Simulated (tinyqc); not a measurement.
Kinetic Monte Carlo and master equation for a particle on a ring of sites with traps and bias: one step, computed by the program tinyqc.

8 sites on a ring, numbered 1 to 8. The saddle between i and i+1 lies at E0 + s b_i and site i at s eps_i; a force F tilts the landscape, with the saddle half-way.

Problem. Twelve steps of the residence-time algorithm. Start on site 1 at t = 0. Hop right if r1 is below the share right, else left; advance the clock by -ln(r2) times the mean stay.

Inputs (values chosen for the exercise, for a model defect): temperature T = 470 K.

Disorder: both.

Random numbers:
```
step      r1      r2
1     0.5019  0.3509
2     0.5330  0.0044
3     0.8780  0.4542
4     0.5389  0.0554
5     0.4439  0.6970
6     0.9156  0.1817
7     0.7992  0.1419
8     0.6352  0.4289
9     0.2191  0.4876
10    0.1921  0.9476
11    0.9071  0.9272
12    0.3896  0.7952
```

Rates, shares of right hops and mean stays:
```
site  k right (1/s)  k left (1/s)  share right  mean stay (s)
1      5.661004e+07  1.236975e+07    0.8206758   1.449700e-08
2      2.342260e+06  5.085519e+06    0.3153379   1.346297e-07
3      2.215246e+07  2.409240e+07    0.4790254   2.162403e-08
4      3.034260e+08  1.507108e+07    0.9526806   3.139746e-09
5      3.629783e+07  2.064311e+08    0.1495406   4.119822e-09
6      6.524236e+06  2.090786e+06    0.7573092   1.160763e-07
7      3.537589e+07  2.438564e+07    0.5919508   1.673317e-08
8      2.400812e+06  3.422299e+06    0.4122902   1.717295e-07
```

Give: Trajectory.

Solution.

Trajectory:
```
step  site    hop    wait (s)   clock (s)  net hops
1        1  right  1.5182e-08  1.5182e-08         1
2        2   left  7.3052e-07  7.4570e-07         0
3        1   left  1.1441e-08  7.5714e-07        -1
4        8   left  4.9684e-07  1.2540e-06        -2
5        7  right  6.0402e-09  1.2600e-06        -1
6        8   left  2.9287e-07  1.5529e-06        -2
7        7   left  3.2674e-08  1.5856e-06        -3
8        6  right  9.8262e-08  1.6838e-06        -2
9        7  right  1.2019e-08  1.6959e-06        -1
10       8  right  9.2430e-09  1.7051e-06         0
11       1   left  1.0958e-09  1.7062e-06        -1
12       8  right  3.9354e-08  1.7455e-06         0
```
